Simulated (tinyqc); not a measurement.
Out-diffusion of a doped substrate or buried layer into a growing epitaxial film: one step, computed by the program tinyqc.

x is counted from the original substrate surface into the film, whose surface moves as x = v t. Substrate dopant has one diffusivity; the dopant of the film is taken as uniform.

Task: Scales. D = D0 exp(-E/(k_B T)); growth time t = d/v; l = 2 sqrt(D t); growth number G = v t/l = d/l; 1 um = 1e-4 cm. Temperatures in kelvin are T(C) + 273.15.

Inputs (values chosen for the exercise, modelled on arsenic in silicon):
```
quantity              value    unit
prefactor D0           8.41  cm^2/s
activation energy E    3.99      eV
growth rate v           0.2  um/min
film thickness d       0.77      um
growth temperature T   1075       C
```

Film doping: same type as the substrate.

Constants: k_B = 8.617333262e-05 eV/K.

Give: diffusivity D; growth time t; length l; growth number G.

Result:

diffusivity D = 1.0210e-14 cm^2/s

growth time t = 3.85 min

length l = 0.030714 um

growth number G = 25.070

The surface outruns diffusion, so the film acts as an infinite medium.
